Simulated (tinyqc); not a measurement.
Electron mobility of a polar semiconductor by Rode's iterative solution of the Boltzmann equation: one step, computed by the program tinyqc. Command: `OMP_NUM_THREADS=1 python tinyqc.py 3012843 3012844 out.jsonl rode walk`. One thread of a shared host (Intel(R) Xeon(R) Processor @ 2.30GHz), about 0.01 s of CPU time with the checks.

The distribution is f(E) + e F l(E) (-df/dE) cos(theta) for a weak field F, theta counted from the force; l(E) is a mean free path. Elastic processes enter by their momentum rate, polar optical phonons by out- and in-scattering terms. One valley only: where upper valleys lie close, measured mobilities are lower. The density n is prescribed, even where a narrow-gap material would have more intrinsic carriers.

Question. The first two iterations on one ladder of the grid. Iteration: l_new(E) = [v(E) + c+ l(E + hbar w) + c- l(E - hbar w)]/(nu + S_o), from l = 0.

Inputs (values chosen for the exercise, modelled on CdS): temperature T = 350 K.

Band: parabolic. Elastic processes: acoustic, piezoelectric, impurity.

Points j = s/2, s/2 + s, ... (the first seven rungs, or as many as the grid holds), rates in 1e12/s:
```
E (meV)   v (m/s)        nu       S_o        c+        c-
22.05    194991.2  4.326392  26.74298  11.15550   0.00000
59.85    321249.7  3.931981  81.10983  13.47370  23.71024
97.65    410342.7  4.107908  89.14519  13.89016  36.93795
135.45   483281.4  4.363245  88.60114  13.87256  41.29981
173.25   546571.8  4.632306  86.56692  13.71537  42.95414
211.05   603258.3  4.898714  84.27664  13.50985  43.51583
248.85   655057.5  5.157625  82.04463  13.29039  43.56826
```

Give: l after iteration 1; l after iteration 2 (all rungs but the last shown).

Answer.

l after iteration 1 (nm): [6.276, 3.778, 4.400, 5.199, 5.993, 6.765, 7.512]

l after iteration 2 (all rungs but the last shown) (nm): [7.63, 6.22, 6.67, 8.05, 9.46, 10.83]

In-scattering lengthens l on the lowest rung by 21.6 % and on the second by 64.8 % in this step.
